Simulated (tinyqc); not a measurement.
Drifting, spreading and decaying minority pulse (Haynes-Shockley), explicit time steps: one step of the calculation.

Low injection in a uniform field: dn/dt = D d2n/dx2 - v dn/dx - n/tau with D = mu Vt and v = mu F towards +x. Exact solution on an infinite bar for a Gaussian start at x0: n = N0 exp(-t/tau) exp(-(x - x0 - v t)^2/(2 s^2))/sqrt(2 pi s^2), s^2 = s0^2 + 2 D t.

Task. Coefficients of the scheme. Exponentially fitted fluxes: d = F hx/Vt, B(d) = d/(exp(d) - 1), k = D dt/hx^2; (L n)_i = a n_(i-1) + b n_i + c n_(i+1) with a = k B(-d), c = k B(d), b = -a - c - dt/tau. Explicit steps keep n positive for dt up to 1/[(D/hx^2)(B(d) + B(-d)) + 1/tau].

Values chosen for this exercise; mobility close to that of silicon at room temperature: temperature T = 250 K; minority-carrier mobility mu = 475 cm^2/(V s); sweep field along the drift F = 2.2 V/cm; mesh step hx = 240 um; lifetime tau = 0.00056 s; time step dt = 1.2e-5 s.

Constants: q = 1.602176634e-19 C, kB = 1.380649e-23 J/K, Vt = kB T/q. Results are converted to the units shown.

Give: D; v; d; a; b; c; positivity limit of dt.

Result.

D = 10.233 cm^2/s
v = 1045.0 cm/s
d = 2.4509
a = 0.57180
b = -0.64253
c = 0.049300
positivity limit of dt = 1.8676e-5 s

Computed by the program tinyqc: `OMP_NUM_THREADS=1 python tinyqc.py 2310028 2310029 out.jsonl`, one thread of a shared Intel Xeon 2.30GHz, about 0.01 s for the whole run.
